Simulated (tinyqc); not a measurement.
Inside a calculation: Boltzmann transport in a parabolic band with a power-law relaxation time. Values are carried at full precision from step to step, so a last printed digit may differ when a step is redone from the rounded ones.

F_j(eta) = (1/Gamma(j + 1)) integral_0^infinity x^j dx/(1 + exp(x - eta)), which tends to exp(eta) for eta << 0.

n = N F_1/2(eta) with N = 2 (m kB T/(4 pi c))^(3/2) with c = hbar^2/2m0, in 1/angstrom^3; times 1e24 for 1/cm^3, m = md.

Constants: hbar^2/2m0 = 3.80998211 eV angstrom^2; kB = 8.617333262e-05 eV/K.

Values chosen for the exercise (masses near those of InAs; tau0 is set for a mobility of the usual size at this n, kL is a free input; freeze-out and phonon drag, which matter near 77 K, are left out; shifted at random, so the results belong to these values and not to a real crystal): n = 3.8e+17 1/cm^3 (electron density); md = 0.025 m0 (density-of-states mass); T = 300 K; r = 1.5 (exponent of tau); tau0 = 13 fs (tau at E = kT); mc = 0.0245 m0 (conductivity mass); kL = 9.7 W/(m K) (lattice thermal conductivity).

## Reduced Fermi level

Solve for eta.

N = 9.919e+16 1/cm^3
eta = 2.6324

## Integrals for r = 1.5 (ionised impurities)

tau = tau0 x^r with x = E/kT. With K_j = Gamma(j + 1) F_j(eta): <tau> = tau0 (r + 3/2) K_(r+1/2)/((3/2) K_(1/2)); mu = <tau>/(mc m0/e), m0/e = 5.685630e-12 kg/C; Hall factor rH = (3/2) K_(1/2) (2r + 3/2) K_(2r+1/2)/((r + 3/2) K_(r+1/2))^2; Seebeck S = -(kB/e) [(r + 5/2) K_(r+3/2)/((r + 3/2) K_(r+1/2)) - eta]; Lorenz number L = (kB/e)^2 [(r + 7/2) K_(r+5/2)/((r + 3/2) K_(r+1/2)) - ((r + 5/2) K_(r+3/2)/((r + 3/2) K_(r+1/2)))^2]; kB/e in V/K. Valley anisotropy is left out of rH.

Evaluate F_j and K_j for j = 1/2, r + 1/2, r + 3/2, r + 5/2 and 2r + 1/2 (each value once).

F_j and K_j:

| j | F_j | K_j |
|---|---|---|
| 0.5 | 3.8309 | 3.3951 |
| 2.0 | 7.4414 | 14.883 |
| 3.0 | 9.5222 | 57.133 |
| 4.0 | 11.112 | 266.68 |
| 3.5 | 10.381 | 120.75 |

## Transport coefficients

Form the ratios; u is the mean energy carried, in kT.

<tau>/tau0 = 8.767
rH = 1.388
u = 5.119
S = -214.2 microvolt/K
L = 2.722 1e-8 W ohm/K^2

The non-degenerate limits are rH = 1.933, u = r + 5/2 = 4 and L = (r + 5/2)(kB/e)^2 = 2.970; the degenerate ones are rH = 1 and L = 2.443.

## Mobility, conductivity and figure of merit

mu = <tau>/(mc m0/e) with m0/e = 5.685630e-12 kg/C; sigma = e n mu, e = 1.602176634e-19 C; Hall mobility rH mu; power factor S^2 sigma; ZT = S^2 sigma T/(kL + L sigma T), all in SI units.

mu = 8.18e+03 cm^2/(V s)
Hall mobility = 1.14e+04 cm^2/(V s)
sigma = 498 S/cm
power factor = 2.29 mW/(m K^2)
electronic thermal conductivity = 0.407 W/(m K)
ZT = 0.068

A Hall measurement read with rH = 1 would give a density of 2.74e+17 1/cm^3. Electrons carry 4 % of the heat.

## Checks

- Seebeck coefficient against direct integration over -df/dE (microvolt/K): both -214.2.

Run: tinyqc, `OMP_NUM_THREADS=1 python tinyqc.py 1650248 1650249 out.jsonl`; Intel(R) Xeon(R) Processor @ 2.30GHz, one thread, shared host; about 0.01 s of CPU time with all checks.
